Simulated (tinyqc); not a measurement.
Inverse iteration on a symmetric matrix, step by step. Computed by tinyqc, a small Python program that keeps every step. Settings: method = inverse, shift = -0.26. Command: `OMP_NUM_THREADS=1 python tinyqc.py 31537 31538 out.jsonl` (the two numbers bound the seeds that draw the settings). One thread of a shared host (Intel(R) Xeon(R) Processor @ 2.60GHz), about 0.01 s of CPU time with the checks.

## Step 1

A:
$$\begin{pmatrix}
0.7990 & 0.1080 & -0.1750 & -0.3110 & -0.0700 \\
0.1080 & 0.8010 & 0.0290 & 0.7160 & 0.8970 \\
-0.1750 & 0.0290 & 3.0750 & 0.2950 & 0.3760 \\
-0.3110 & 0.7160 & 0.2950 & 3.9120 & -0.1640 \\
-0.0700 & 0.8970 & 0.3760 & -0.1640 & 4.9840
\end{pmatrix}$$

vector v at the start: [0.4472, 0.4472, 0.4472, 0.4472, 0.4472]

shift = -0.2600

solve (A - shift) w = v; v' = w/|w| with its largest component positive (the first on a tie); lambda = v'^T A v'.

vector after step 1: [0.7983, 0.5197, 0.2590, 0.1476, 0.0615]

Rayleigh quotient after step 1 = 1.1795

## Step 2

As before.

vector after step 2: [0.8251, 0.5425, 0.1368, -0.0038, -0.0783]

Rayleigh quotient after step 2 = 0.8528

## Step 3

As before.

vector after step 3: [0.7711, 0.6145, 0.0984, -0.0606, -0.1199]

Rayleigh quotient after step 3 = 0.8144

## Course of the iteration

Stop when the residual |A v - lambda v| is below 1e-9.

Steps:
```
step    lambda  residual
1     1.179539  1.08e+00
2     0.852762  2.76e-01
3     0.814419  1.30e-01
4     0.763788  1.76e-01
5     0.665564  2.26e-01
6     0.540918  2.22e-01
7     0.448494  1.68e-01
8     0.403653  1.08e-01
9     0.386337  6.48e-02
10    0.380253  3.79e-02
11    0.378187  2.20e-02
12    0.377493  1.27e-02
13    0.377261  7.36e-03
14    0.377184  4.25e-03
15    0.377158  2.45e-03
16    0.377150  1.42e-03
17    0.377147  8.19e-04
18    0.377146  4.73e-04
19    0.377145  2.73e-04
20    0.377145  1.58e-04
21    0.377145  9.11e-05
22    0.377145  5.26e-05
23    0.377145  3.04e-05
24    0.377145  1.76e-05
25    0.377145  1.01e-05
26    0.377145  5.86e-06
27    0.377145  3.38e-06
28    0.377145  1.95e-06
29    0.377145  1.13e-06
30    0.377145  6.52e-07
```

all eigenvalues, for comparison: [0.3771, 0.8431, 2.9506, 4.1644, 5.2357]

Not converged in 30 steps: the residual falls only by the ratio of the two smallest distances of eigenvalues from the shift, 0.58 a step.
